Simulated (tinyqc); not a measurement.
p-n diode, drift-diffusion by the Gummel loop with Scharfetter-Gummel fluxes: one step of the calculation.

Abrupt junction at x = 0, p side from -Lp, n side to Ln, ohmic contacts. psi is counted from the intrinsic level; n = ni exp((psi - phin)/Vt), p = ni exp((phip - psi)/Vt). Contacts: p side psi = V - Vt ln(Na/ni), p = Na, n = ni^2/Na; n side psi = Vt ln(Nd/ni), n = Nd, p = ni^2/Nd. Constant mobilities, D = mu Vt, Boltzmann statistics, SRH recombination through a mid-gap level, U = (n p - ni^2)/(tp (n + ni) + tn (p + ni)). Current is positive from the p contact to the n contact.

Question. Poisson equation. With phin and phip held, solve a_i (psi_(i+1) - psi_i) - a_(i-1) (psi_i - psi_(i-1)) + q w_i (p_i - n_i + C_i) = 0 for the inner nodes by Newton steps to convergence; a_i = eps0 eps_r/h_i, h_i = x_(i+1) - x_i, w_i = (h_(i-1) + h_i)/2, C = -Na or +Nd.

Values chosen for this exercise; band and dielectric values close to those of silicon: temperature T = 300 K; relative permittivity eps_r = 11.9; acceptor density of the p side Na = 2e16 cm^-3; donor density of the n side Nd = 7.3e15 cm^-3; bias of the p contact V = 0.76 V.

Constants: q = 1.602176634e-19 C, kB = 1.380649e-23 J/K, Vt = kB T/q, eps0 = 8.8541878128e-14 F/cm where lengths are in cm. Results are converted to the units shown.

```
node	x (nm)	phin at the start (V)	phip at the start (V)
0	-1700	0.76	0.76
1	-1150	0	0.76
2	-761	0	0.76
3	-481	0	0.76
4	-282	0	0.76
5	-139	0	0.76
6	-36.5	0	0.76
7	36.5	0	0.76
8	140	0	0.76
9	286	0	0.76
10	493	0	0.76
11	786	0	0.76
12	1200	0	0
```

ni = 8.7188579e9 cm^-3

Wanted: psi; n after Poisson; p after Poisson.

Answer.

```
node	psi (V)	n after Poisson (cm^-3)	p after Poisson (cm^-3)
0	0.3814	3801	2.000e16
1	0.3682	1.335e16	3.332e16
2	0.3682	1.335e16	3.335e16
3	0.3682	1.335e16	3.335e16
4	0.3682	1.335e16	3.334e16
5	0.3682	1.336e16	3.332e16
6	0.3690	1.377e16	3.232e16
7	0.3836	2.423e16	1.836e16
8	0.3844	2.503e16	1.778e16
9	0.3845	2.506e16	1.776e16
10	0.3845	2.506e16	1.776e16
11	0.3844	2.498e16	1.782e16
12	0.3526	7.300e15	1.041e4
```

Numbers from tinyqc (`OMP_NUM_THREADS=1 python tinyqc.py 2240023 2240024 out.jsonl`; about 0.1 s on one thread of a shared Intel Xeon 2.30GHz).
